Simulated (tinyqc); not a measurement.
How far the series holds: five-level k.p model folded onto the conduction band.

For k along z and one spin sector the level c couples to four states. With c0 = hbar^2/2m0, P = sqrt(Ep c0), P2 = sqrt(Ep2 c0): diagonal Eg + (1 + Cm) c0 k^2 for c, and 0, -Dso, E7 + D2, E7 for lh, so, G8 up, G7 up (their own dispersion is left out); couplings of c: sqrt(2/3) P k to lh, sqrt(1/3) P k to so, sqrt(2/3) P2 k to G8 up, sqrt(1/3) P2 k to G7 up (phases chosen real).

Expanding E = H_cc + S(E) about Eg in powers of k^2, with s_n = sum_j H_cj^2/(Eg - H_jj)^n: order k^2: e2 = (1 + Cm) c0 k^2 + s1; order k^4: e4 = -s2 e2; order k^6: e6 = s3 e2^2 + s2^2 e2.

Constants: hbar^2/2m0 = 3.80998211 eV angstrom^2.

Parameters, chosen for this exercise (near those of InAs; the results hold for these values, not for the real material): Eg = 0.415 eV (gap at Gamma to the s-like level); Dso = 0.388 eV (spin-orbit splitting); Ep = 21.8 eV (Kane energy); E7 = 4.45 eV (upper Gamma7 conduction level, from the valence top); D2 = 0.18 eV (its spin-orbit splitting, Gamma8 above Gamma7); Ep2 = 5.5 eV (Kane energy to the upper levels); Cm = 0 (remote term in 1/m).

Energies from Eg; Pk/Eg measures the coupling.

Levels (eV):

| k (1/angstrom) | Pk/Eg | to k^2 | to k^4 | to k^6 | exact |
|---|---|---|---|---|---|
| 0.0068 | 0.149 | 0.0077 | 0.0076 | 0.0076 | 0.0076 |
| 0.0156 | 0.343 | 0.0406 | 0.0370 | 0.0376 | 0.0375 |
| 0.0244 | 0.536 | 0.0992 | 0.0776 | 0.0872 | 0.0839 |
| 0.0332 | 0.729 | 0.1837 | 0.1097 | 0.1703 | 0.1406 |
| 0.0420 | 0.922 | 0.2940 | 0.1044 | 0.3529 | 0.2037 |
| 0.0507 | 1.113 | 0.4284 | 0.0257 | 0.7948 | 0.2700 |
| 0.0595 | 1.307 | 0.5900 | -0.1738 | 1.8355 | 0.3396 |
| 0.0683 | 1.500 | 0.7775 | -0.5487 | 4.0481 | 0.4108 |

Within 2 % of the exact level stay: the k^2 term up to Pk/Eg = 0.15, the sum to k^4 up to Pk/Eg = 0.34, the sum to k^6 up to Pk/Eg = 0.34. In the last row the errors are +367, -960 and +3637 meV: higher orders make it worse, since the series in k^2 converges only for Pk below about Eg/2 in the two-level limit E = Eg/2 + sqrt(Eg^2/4 + P^2 k^2).

Run: tinyqc, `OMP_NUM_THREADS=1 python tinyqc.py 1081536 1081537 out.jsonl`; Intel(R) Xeon(R) Processor @ 2.30GHz, one thread, shared host; about 0.01 s of CPU time with all checks.
